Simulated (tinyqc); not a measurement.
Lateral field, substrate current, probability of reaching the oxide barrier and hot-carrier lifetime of a silicon transistor (pseudo-two-dimensional and lucky-electron models): one step, computed by the program tinyqc. Command: `OMP_NUM_THREADS=1 python tinyqc.py 3020092 3020093 out.jsonl hotcar walk`. One thread of a shared host (Intel(R) Xeon(R) Processor @ 2.30GHz), about 0.01 s of CPU time with the checks.

Local-field models: a lucky carrier gains its energy at the peak field over a path free of collisions. Voltages are magnitudes.

Question. Saturation point and current. C_ox = 3.9 eps_0/t; F_sat = 2 v_s/mu; V_Dsat = V_ov F_sat L/(V_ov + F_sat L), V_ov = V_G - V_T; I_D/W = C_ox v_s (V_ov - V_Dsat).

Inputs (values chosen for the exercise, modelled on a silicon n-channel):
```
quantity                             value                      unit
channel length L                       890                        nm
oxide thickness t                       22                        nm
junction depth x_j                     170                        nm
mobility mu                            370                cm^2/(V s)
saturation velocity v_s               0.82                  1e7 cm/s
threshold voltage V_T                  0.8                         V
gate voltage V_G                       2.2                         V
ionisation prefactor A_i           1.9e+06                      1/cm
ionisation field B_i                  1.76                     MV/cm
hot-carrier mean free path lambda      7.5                        nm
oxide barrier phi_b                    3.1                        eV
interface-trap threshold phi_it        3.8                        eV
lifetime constant H                    800  s microampere/micrometre
```

Drain: abrupt.

Constants: eps_0 = 8.8541878128e-12 F/m.

Give: F_sat; V_Dsat; drain current I_D/W.

Answer.

F_sat = 44.324 kV/cm

V_Dsat = 1.0333 V

drain current I_D/W = 47.198 microampere/micrometre
